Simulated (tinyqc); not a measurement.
Interband optics of a two-band s-p chain from momentum matrix elements: sweeps and comparisons. A value that a table varies takes the place of the one given here.

H(k) = [[Es - 2 ts cos ka, 2i V sin ka], [-2i V sin ka, Ep_ + 2 tp cos ka]] in the basis s, p; the lower band is full, with two electrons a cell. The velocity operator times hbar is W = dH/dk (eV angstrom); intra-atomic dipoles are left out.

With w(k) = |<c|W|v>|^2 and D(k) = Ec - Ev, on the mesh k_j = (j + 1/2)/N (2 pi/a): eps(E) = 1 + (8 pi e2/(a Ar)) mean_j (w/D^2) [1/(D - E - i eta) + 1/(D + E + i eta)], e2 = e^2/(4 pi eps0); light polarised along the chains, no local fields.

Constants: e^2/(4 pi eps0) = 14.39964547 eV angstrom; hbar^2/2m0 = 3.80998211 eV angstrom^2.

Inputs chosen for the exercise:
- a = 4.48 angstrom (period)
- Es = 2.74 eV (upper orbital (s))
- Ep_ = -3.54 eV (lower orbital (p))
- ts = 0.39 eV (s-s hopping)
- tp = 0.59 eV (p-p hopping)
- V = 1.6 eV (s-p hopping)
- Ar = 13 angstrom^2 (cross-section per chain)
- eta = 0.3 eV (Lorentzian half width)
- E = 2.31 eV (photon energy)

## Joint density of states against eps2

Mesh of 2000 points. J(E) = mean of (eta/pi)/((E - D)^2 + eta^2). The fourth column is J times the constant (8 pi^2 e2/(a Ar)) mean(w/D^2). R = |(sqrt(eps) - 1)/(sqrt(eps) + 1)|^2.

Spectrum:

| E (eV) | J (1/eV) | eps2 | eps2 with constant element | eps1 | R |
|---|---|---|---|---|---|
| 3.72 | 0.023 | 3.092 | 0.911 | 11.405 | 0.306 |
| 4.27 | 0.085 | 14.200 | 3.447 | 12.384 | 0.430 |
| 4.82 | 0.099 | 12.134 | 3.991 | -1.751 | 0.486 |
| 5.38 | 0.085 | 6.149 | 3.429 | -2.727 | 0.464 |
| 5.93 | 0.081 | 3.441 | 3.295 | -1.674 | 0.399 |
| 6.48 | 0.084 | 2.118 | 3.414 | -0.353 | 0.248 |
| 7.03 | 0.095 | 1.598 | 3.832 | 1.164 | 0.086 |
| 7.58 | 0.123 | 2.086 | 4.989 | 3.290 | 0.127 |
| 8.14 | 0.254 | 7.479 | 10.258 | 5.314 | 0.308 |
| 8.69 | 0.363 | 8.471 | 14.671 | -2.729 | 0.476 |
| 9.24 | 0.296 | 4.375 | 11.980 | -5.349 | 0.635 |
| 9.79 | 0.070 | 1.206 | 2.836 | -3.656 | 0.772 |

Transitions span 4.320 to 9.191 eV. Among the energies listed J peaks at 8.69 eV and eps2 at 4.27 eV. The ratio of eps2 to the constant-element value is 3.04 at 4.82 eV and 0.58 at 8.69 eV: w/D^2 is 11.012 angstrom^2 at the zone centre and 3.027 at the edge.

## Mesh against broadening

eps2 at E for three widths, and eps(0) at eta = 0; the last row is the mesh of 2000 points.

Convergence:

| N | eta = 0.03 eV | eta = 0.1 eV | eta = 0.3 eV | eps(0) |
|---|---|---|---|---|
| 4 | 0.004 | 0.014 | 0.043 | 2.5331 |
| 8 | 0.026 | 0.085 | 0.252 | 4.8225 |
| 16 | 0.041 | 0.138 | 0.407 | 5.5466 |
| 32 | 0.042 | 0.141 | 0.417 | 5.5638 |
| 64 | 0.042 | 0.141 | 0.417 | 5.5638 |
| 128 | 0.042 | 0.141 | 0.417 | 5.5638 |
| 2000 | 0.042 | 0.141 | 0.417 | 5.5638 |

The first N from which eps2 stays within 2 % of the last row is 32 for eta = 0.03, 32 for 0.1 and 32 for 0.3 eV; for eps(0) and 0.1 % it is 32. E lies outside the range of transitions, so eps2 is only the tail of the broadening and grows with eta.

## Static constant against the gap

Es takes the values listed; mesh of 400 points; the Penn-type estimate is 1 + 8 pi c e2 n_eff/(a Ar Dm^2) with Dm the f-weighted mean of D, f = w/(c D), n_eff = 2 mean(f), c = hbar^2/2m0.

Results:

| Es (eV) | smallest D (eV) | Dm (eV) | n_eff | eps(0) | estimate |
|---|---|---|---|---|---|
| 2.44 | 4.020 | 6.442 | 6.899 | 6.297 | 4.936 |
| 2.74 | 4.320 | 6.733 | 6.695 | 5.564 | 4.497 |
| 3.24 | 4.820 | 7.218 | 6.375 | 4.627 | 3.897 |
| 3.74 | 5.320 | 7.703 | 6.079 | 3.939 | 3.425 |
| 4.74 | 6.320 | 8.675 | 5.548 | 3.018 | 2.746 |
| 5.74 | 7.320 | 9.648 | 5.092 | 2.450 | 2.295 |
| 7.74 | 9.320 | 11.601 | 4.353 | 1.825 | 1.766 |

eps(0) - 1 falls from 5.297 to 0.825, as Dm^-3.16; a fixed n_eff would give the power -2, and n_eff goes from 6.899 to 4.353. The single-gap estimate is low by 25.7 % of eps(0) - 1 in the first row and 7.2 % in the last, since 1/D^2 favours the smallest separations. n_eff need not equal the 2 electrons of the cell: a two-orbital basis with chosen hoppings does not obey the free-electron sum rule.

## What moves the optical response

Mesh of 400 points; n_eff = 2 mean(w/(c D)), c = hbar^2/2m0. Each row changes one parameter from the base and keeps the others.

Results:

| case | smallest D (eV) | largest D (eV) | n_eff | eps(0) |
|---|---|---|---|---|
| base | 4.320 | 9.191 | 6.695 | 5.564 |
| a = 4.704 angstrom | 4.320 | 9.191 | 7.382 | 5.792 |
| Es = 3.04 eV | 4.620 | 9.420 | 6.500 | 4.966 |
| ts = 0.468 eV | 4.164 | 9.232 | 6.729 | 5.808 |
| V = 1.76 eV | 4.320 | 9.608 | 7.754 | 6.202 |
| Ar = 14.3 angstrom^2 | 4.320 | 9.191 | 6.695 | 5.149 |

The largest shifts from the base row, up to three for each result and ties (the steps differ in size, so this ranks the rows, not the parameters). smallest D (eV): Es +0.300, ts -0.156; unchanged at the printed digits by a, V and Ar. largest D (eV): V +0.417, Es +0.229, ts +0.041; unchanged at the printed digits by a and Ar. n_eff: V +1.059, a +0.686, Es -0.195; unchanged at the printed digits by Ar. eps(0): V +0.638, Es -0.598, Ar -0.415.

tinyqc: `OMP_NUM_THREADS=1 python tinyqc.py 1680027 1680028 out.jsonl`; about 0.01 s, one thread, shared Intel(R) Xeon(R) Processor @ 2.30GHz.
